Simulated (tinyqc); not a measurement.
Amplitude against the length of the filling pulse.

In DLTS the amplitude of the capacitance transient follows the share of traps filled by the pulse. In the neutral layer an empty trap fills as 1 - exp(-tp/tc), tc = 1/(sn vth(T) Nd), vth(T) = vth (T/300 K)^0.5; emission during the pulse and slow capture at the depletion edge are neglected.

Parameters, values chosen for the exercise:
- vth = 2.1e7 cm/s (thermal velocity at 300 K)
- Nd = 2.2e15 cm^-3 (shallow donor density)
- sn = 1.1e-15 cm^2 (capture cross-section)
- T = 84 K (temperature of the transient)

Amplitude against the length of the filling pulse:
```
tp (s)    tp/tc  amplitude over its full value  ln(1 - that)
2.5e-9  0.06723                        0.06502      -0.06723
4.2e-9   0.1129                         0.1068       -0.1129
7e-9     0.1882                         0.1716       -0.1882
1.2e-8   0.3227                         0.2758       -0.3227
1.9e-8   0.5109                         0.4001       -0.5109
3.3e-8   0.8874                         0.5883       -0.8874
5.5e-8    1.479                         0.7721        -1.479
9.1e-8    2.447                         0.9135        -2.447
1.5e-7    4.034                         0.9823        -4.034
2.6e-7    6.992                         0.9991        -6.992
```

The amplitude rises from 0.0650 to 0.999 of its full value. The last column is linear in tp with slope -1/tc, tc = 3.72e-8 s, which gives the cross-section from Nd and vth, independently of the Arrhenius intercept; 99 % filling needs 1.71e-7 s. In every row T is below 110 K, where shallow donors begin to freeze out; the model keeps them ionised.

Program tinyqc, `OMP_NUM_THREADS=1 python tinyqc.py 2050134 2050135 out.jsonl`; Intel Xeon 2.30GHz, shared host, one thread, about 0.01 s.
